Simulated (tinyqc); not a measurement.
ROHF in the sto-3g basis, for H4+, spin multiplicity 2, step by step. One step of it, computed by the program tinyqc.

Task: Iteration 1: diagonalisation and new density. Diagonalise F' = X^T F X, C = X C', fill 2 alpha and 1 beta electrons from the bottom; D(s) = C_occ C_occ^T. Each column has its largest component positive (the first on a tie).

effective F (hartree):
```
           1H 1s      2H 1s      3H 1s      4H 1s
1H 1s  -0.485349  -0.565180  -0.057797  -0.031264
2H 1s  -0.565180  -0.537394  -0.139299  -0.057797
3H 1s  -0.057797  -0.139299  -0.537394  -0.565180
4H 1s  -0.031264  -0.057797  -0.565180  -0.485349
```

X:
```
               1          2          3         4
1H 1s  -0.698598   0.717276   0.437787  0.379394
2H 1s   0.773881  -0.651361   0.395199  0.417788
3H 1s  -0.773881  -0.651361  -0.395199  0.417788
4H 1s   0.698598   0.717276  -0.437787  0.379394
```

Give: F' = X^T F X; orbital energies; coefficients C; D(alpha) after iteration 1; D(beta) after iteration 1.

Result:

F' = X^T F X (hartree):
```
         1       2        3        4
1   0.1772  0.0000  -0.0294   0.0000
2   0.0000  0.0585   0.0000   0.0217
3  -0.0294  0.0000  -0.6495   0.0000
4   0.0000  0.0217   0.0000  -0.7799
```

orbital energies (hartree): MO1 -0.7805, MO2 -0.6506, MO3 0.0590, MO4 0.1782

coefficients C:
```
          MO1      MO2      MO3      MO4
1H 1s  0.3608   0.4127   0.7268  -0.7137
2H 1s  0.4345   0.4224  -0.6404   0.7594
3H 1s  0.4345  -0.4224  -0.6404  -0.7594
4H 1s  0.3608  -0.4127   0.7268   0.7137
```

D(alpha) after iteration 1:
```
         1H 1s    2H 1s    3H 1s    4H 1s
1H 1s   0.3005   0.3311  -0.0176  -0.0402
2H 1s   0.3311   0.3672   0.0103  -0.0176
3H 1s  -0.0176   0.0103   0.3672   0.3311
4H 1s  -0.0402  -0.0176   0.3311   0.3005
```

D(beta) after iteration 1:
```
        1H 1s   2H 1s   3H 1s   4H 1s
1H 1s  0.1301  0.1567  0.1567  0.1301
2H 1s  0.1567  0.1888  0.1888  0.1567
3H 1s  0.1567  0.1888  0.1888  0.1567
4H 1s  0.1301  0.1567  0.1567  0.1301
```
